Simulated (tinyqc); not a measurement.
## Doping from resistivity

Inverse problem. A uniform, uncompensated and fully ionised sample has rho = 1/(q N mu), mu = m1 + (m2 (T/300 K)^(-bt) - m1)/(1 + (N/Nr)^am). Find N, mu and the diffusion coefficient mu Vt.

Inputs (values chosen for the exercise): temperature T = 400 K; mobility limit at high doping m1 = 41.6 cm^2/(V s); mobility limit at low doping, at 300 K m2 = 939 cm^2/(V s); reference doping of the mobility law Nr = 1.9e17 cm^-3; exponent of the mobility law am = 0.587; temperature exponent of m2 bt = 2.4.

Constants: q = 1.602176634e-19 C, kB = 1.380649e-23 J/K, Vt = kB T/q. Results are converted to the units shown.

resistivity = 0.11114123 ohm cm

Answer. With am below 1 the product N mu rises steadily with N, so one doping matches; it is found by iterating N = 1/(q rho mu(N)).

N = 2.300e17 cm^-3
mu = 244.2 cm^2/(V s)
diffusion coefficient = 8.416 cm^2/s

Program tinyqc, `OMP_NUM_THREADS=1 python tinyqc.py 2110009 2110010 out.jsonl`; Intel Xeon 2.30GHz, shared host, one thread, about 0.01 s.
